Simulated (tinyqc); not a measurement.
Ballistic transport through the one-dimensional subbands of a rectangular nanowire or nanosheet channel: one step, computed by the program tinyqc. Command: `OMP_NUM_THREADS=1 python tinyqc.py 3027956 3027957 out.jsonl wire walk`. One thread of a shared host (Intel(R) Xeon(R) Processor @ 2.30GHz), about 0.02 s of CPU time with the checks.

Hard walls, parabolic subbands, transport along x. Energies are counted from the bulk conduction band edge at the top of the barrier, which the gate pulls down by U; the source Fermi level lies at the bulk edge when U = 0.

Problem. Subbands. E_pq = (hbar^2 pi^2/2)(p^2/(m_y b^2) + q^2/(m_z a^2)); valley pairs: (m_x, m_y, m_z) = (m_t, m_t, m_l), (m_t, m_l, m_t), (m_l, m_t, m_t), each with degeneracy g = 2; the 10 lowest subbands are kept.

Inputs (values chosen for the exercise, modelled on silicon):

| quantity | value | unit |
|---|---|---|
| light mass m_t | 0.19 | m_0 |
| heavy mass m_l | 0.898 | m_0 |
| height a | 3.2 | nm |
| width b | 5.9 | nm |

Valleys: silicon [100] wire.

Constants: hbar^2/(2 m_0) = 3.80998212 eV angstrom^2; k_B = 8.617333262e-05 eV/K.

Give: Subbands.

Solution.

Subbands:

| valley axis | p | q | E (meV) | m_x (m_0) |
|---|---|---|---|---|
| z | 1 | 1 | 97.7 | 0.190 |
| y | 1 | 1 | 205.3 | 0.190 |
| z | 1 | 2 | 220.4 | 0.190 |
| y | 2 | 1 | 241.4 | 0.190 |
| x | 1 | 1 | 250.1 | 0.898 |
| z | 2 | 1 | 268.3 | 0.190 |
| y | 3 | 1 | 301.5 | 0.190 |
| y | 4 | 1 | 385.7 | 0.190 |
| z | 2 | 2 | 391.0 | 0.190 |
| x | 2 | 1 | 420.7 | 0.898 |
